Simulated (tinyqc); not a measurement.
Donors with valley-orbit split 1s states: one step. Mobility and resistivity. Three cases, with inputs chosen for the exercise.

Question. Compare with full ionisation, n = ND - NA.

Mobility (Caughey-Thomas form): mu = mu0 + (mu1 (T/300)^(-ga) - mu0)/(1 + ((ND + NA)/Nr)^de); rho = 1/(e n mu), e = 1.602176634e-19 C.

Case 1.

Values chosen (near those of As in Si; the results hold for these values, not for the real material): ND = 5.6e+17 1/cm^3 (donors); NA = 0 1/cm^3 (compensating acceptors, all ionised); mu0 = 70 cm^2/(V s) (mobility at heavy doping); mu1 = 1454 cm^2/(V s) (mobility at light doping and 300 K); Nr = 9.3e+16 1/cm^3 (reference doping); de = 0.72 (doping exponent); ga = 2.3 (temperature exponent); T = 300 K.

n = 3.4604e+17 1/cm^3

Case 2.

Values chosen (near those of As in Si; the results hold for these values, not for the real material): ND = 4e+15 1/cm^3 (donors); NA = 0 1/cm^3 (compensating acceptors, all ionised); mu0 = 70 cm^2/(V s) (mobility at heavy doping); mu1 = 1417 cm^2/(V s) (mobility at light doping and 300 K); Nr = 9.1e+16 1/cm^3 (reference doping); de = 0.72 (doping exponent); ga = 2.3 (temperature exponent); T = 250 K.

n = 3.9512e+15 1/cm^3

Case 3.

Values chosen (near those of As in Si; the results hold for these values, not for the real material): ND = 4.3e+15 1/cm^3 (donors); NA = 8.4e+14 1/cm^3 (compensating acceptors, all ionised); mu0 = 68 cm^2/(V s) (mobility at heavy doping); mu1 = 1441 cm^2/(V s) (mobility at light doping and 300 K); Nr = 9.8e+16 1/cm^3 (reference doping); de = 0.72 (doping exponent); ga = 2.3 (temperature exponent); T = 400 K.

n = 3.4481e+15 1/cm^3

Give: mu; rho; rho at full ionisation.

Answer.

Case 1.

mu = 368.1 cm^2/(V s)
rho = 0.0490 ohm cm
rho at full ionisation = 0.0303 ohm cm

Incomplete ionisation raises rho by a factor 1.62.

Case 2.

mu = 1956.3 cm^2/(V s)
rho = 0.807 ohm cm
rho at full ionisation = 0.798 ohm cm

Incomplete ionisation raises rho by a factor 1.01.

Case 3.

mu = 671.3 cm^2/(V s)
rho = 2.70 ohm cm
rho at full ionisation = 2.69 ohm cm

Incomplete ionisation raises rho by a factor 1.

Computed by tinyqc, one run a case: `OMP_NUM_THREADS=1 python tinyqc.py N N+1 out.jsonl` with N = 1682410, 1682576, 1682708; one thread of a shared Intel(R) Xeon(R) Processor @ 2.30GHz, about 0.01 s a run at most.
